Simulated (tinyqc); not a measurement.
Solid solubility of a dopant against its melt (retrograde solidus), clustering and the electrically active fraction: one step, computed by the program tinyqc. Command: `OMP_NUM_THREADS=1 python tinyqc.py 3011097 3011098 out.jsonl retro walk`. One thread of a shared host (Intel(R) Xeon(R) Processor @ 2.30GHz), about 0.01 s of CPU time with the checks.

Question. Liquidus and solidus at T. x_l and x_s are atom fractions of the dopant in melt and solid; the solid is dilute. Liquidus of the host: R T ln(1 - x_l) + L x_l^2 = -H_f (1 - T/T_m). Distribution: k = x_s/x_l = exp[L (1 - x_l)^2/(R T)] exp(S/k_B - H/(k_B T)), the first factor being the activity coefficient in the melt. Solubility = x_s N0; at T_m x_l = 0.

Inputs (values chosen for the exercise, for a model dopant):
```
quantity                                   value    unit
melting point of the host T_m               1687       K
heat of melting of the host H_f             50.2  kJ/mol
interaction L of the melt                    -11  kJ/mol
enthalpy of transfer from melt to solid H   1.19      eV
entropy of transfer S                       0.35     k_B
site density N0                            5e+22  1/cm^3
temperature T                               1465       K
```

Constants: R = 8.314462618 J/(mol K); k_B = 8.617333262e-05 eV/K.

Give: x_l; distribution coefficient k; x_s; solubility; k at the melting point.

Answer.

x_l = 0.35043

distribution coefficient k = 7.8122e-05

x_s = 2.7376e-05

solubility = 1.3688e+18 1/cm^3

k at the melting point = 1.8046e-04

k has changed by a factor 0.43 from its value at T_m, while x_l has grown from 0 to 0.350.
